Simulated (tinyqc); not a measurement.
What each parameter does: conduction-band anticrossing with a localised impurity level.

Host conduction band EM(k) = Eg - al x + c k^2/mM, c = hbar^2/2m0, coupled to a flat level EI by V = C sqrt(x): H = [[EM, V], [V, EI]], E+/- = (EM + EI)/2 +/- sqrt((EM - EI)^2/4 + V^2). The host weight of a state at E is f = 1/(1 + V^2/(E - EI)^2), and its mass at k = 0 is mM/f. The gap is E-(0), the valence top staying at 0.

Constants: hbar^2/2m0 = 3.80998211 eV angstrom^2.

Values chosen for the exercise (host near InP; not measured data): Eg = 1.421 eV (gap at Gamma to the s-like level); mM = 0.0799 m0 (mass of the host band); EI = 1.584 eV (impurity level, from the valence top of the host); C = 2.53 eV (coupling); al = 0.59 eV (linear shift of the host edge); x = 0.0051 (impurity fraction).

At k = 0.

Results for these values:
```
case,E- (eV),E+ (eV),gap (eV),mass (m0)
base,1.3022,1.6998,1.3022,0.1127
```

What happens to each result for al = 1.09 eV, all else kept?

Answer: E- falls from 1.3022 to 1.3004; E+ falls from 1.6998 to 1.6991; gap falls from 1.3022 to 1.3004; mass falls from 0.1127 to 0.1123.

The same for each parameter in turn:
```
case,E- (eV),E+ (eV),gap (eV),mass (m0)
base,1.3022,1.6998,1.3022,0.1127
EI = 1.534 eV,1.2862,1.6658,1.2862,0.1224
al = 1.09 eV,1.3004,1.6991,1.3004,0.1123
Eg = 1.471 eV,1.3362,1.7158,1.3362,0.1224
C = 2.9095 eV,1.2772,1.7247,1.2772,0.1166
x = 0.00434,1.3151,1.6873,1.3151,0.1106
mM = 0.06792 m0,1.3022,1.6998,1.3022,0.0958
```

Program tinyqc; command `OMP_NUM_THREADS=1 python tinyqc.py 1081552 1081553 out.jsonl`; about 0.01 s on one thread of a shared Intel(R) Xeon(R) Processor @ 2.30GHz.
